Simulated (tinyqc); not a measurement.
# From one set of inputs to another, one input at a time

Model: specific resistance of a metal-semiconductor contact and its transmission-line measurement. Computed by tinyqc, a small Python program. Command: `OMP_NUM_THREADS=1 python tinyqc.py 3014931 3014932 out.jsonl contact ladder`. One thread of a shared host (Intel(R) Xeon(R) Processor @ 2.30GHz), about 0.01 s of CPU time with the checks.

The barrier is parabolic (depletion approximation), energies E are normal energies counted from the band edge in the neutral semiconductor (downwards for holes), and the bias is zero. xi is an input, held fixed when other inputs move.

The inputs printed are set A. Set A is modelled on p-type SiGe; the values taken over come from a set modelled on p-type silicon. Inputs not listed in the table keep their values of set A, so the rows need not describe a real material.

Inputs (values chosen for the exercise, modelled on p-type SiGe):
```
quantity                                           value          unit
tunnelling mass m                                   0.32           m_0
permittivity eps                                      13             -
Richardson constant A*                              29.6  A/(cm^2 K^2)
barrier height phi_B                                0.35            eV
doping N                                         9.4e+18        1/cm^3
Fermi level above the band edge in the bulk, xi   -0.057            eV
temperature T                                        500             K
sheet resistance R_sh                               4000           ohm
contact length d                                     1.4    micrometre
contact width W                                     0.29    micrometre
```

Image-force lowering: left out.

Constants: hbar = 1.054571817e-34 J s; eps_0 = 8.8541878128e-12 F/m; m_0 = 9.1093837015e-31 kg; k_B = 8.617333262e-05 eV/K; e = 1.602176634e-19 C.

Method:
- E_00 = (e hbar/2) sqrt(N/(eps eps_0 m)); band bending E_b = phi_B + xi; depletion width w = sqrt(2 eps eps_0 E_b/(e^2 N)).
- WKB transmission for E < E_b, with a = E/E_b: D = exp{-(E_b/E_00) [sqrt(1 - a) - a ln((1 + sqrt(1 - a))/sqrt(a))]}; D = 1 above.
- At zero bias 1/rho_c = (e A*/k_B^2) int D(E) f(E) dE, f = 1/(1 + exp((E - xi)/k_B T)); 200 Gauss-Legendre points from 0 to E_b, and k_B T ln(1 + exp((xi - E_b)/k_B T)) for the part above the barrier; the share of tunnelling is the part below.
- Transmission-line model: transfer length L_T = sqrt(rho_c/R_sh); R_c = (R_sh L_T/W) coth(d/L_T). Limits: rho_c/(W d) for d << L_T, sqrt(rho_c R_sh)/W for d >> L_T.

Each row keeps all changes above it; columns: (1) input moved; (2) from; (3) to; (4) specific contact resistance rho_c (ohm cm^2); (5) transfer length L_T (micrometre); (6) depletion width (nm):
```
(1)                                        (2)      (3)        (4)        (5)    (6)
set A                                        -        -  1.999e-06  2.236e-01   6.69
Richardson constant A* (A/(cm^2 K^2))     29.6     32.1  1.844e-06  2.147e-01   6.69
temperature T (K)                          500      300  5.314e-05  1.153e+00   6.69
permittivity eps                            13     11.7  4.324e-05  1.040e+00   6.35
barrier height phi_B (eV)                 0.35     0.55  8.127e-03  1.425e+01   8.24
sheet resistance R_sh (ohm)               4000    29000  8.127e-03  5.294e+00   8.24
doping N (1/cm^3)                      9.4e+18  7.1e+17  1.911e+00  8.117e+01  29.97
contact width W (micrometre)              0.29     0.39  1.911e+00  8.117e+01  29.97
```

Specific contact resistance rho_c goes from 2.00e-6 to 1.91, a factor 956000 in all. The largest single move comes from doping N (a factor 235). Transfer length L_T goes from 0.224 to 81.2, a factor 363 in all. The largest single move comes from doping N (a factor 15.3), and sheet resistance R_sh works against it (a factor 0.371). Depletion width goes from 6.69 to 30.0, a factor 4.48 in all. The largest single move comes from doping N (a factor 3.64). The single moves hold for this order of the switches; the total does not depend on the order.

Extremes, crossings and ranges named in words are read from the listed rows.
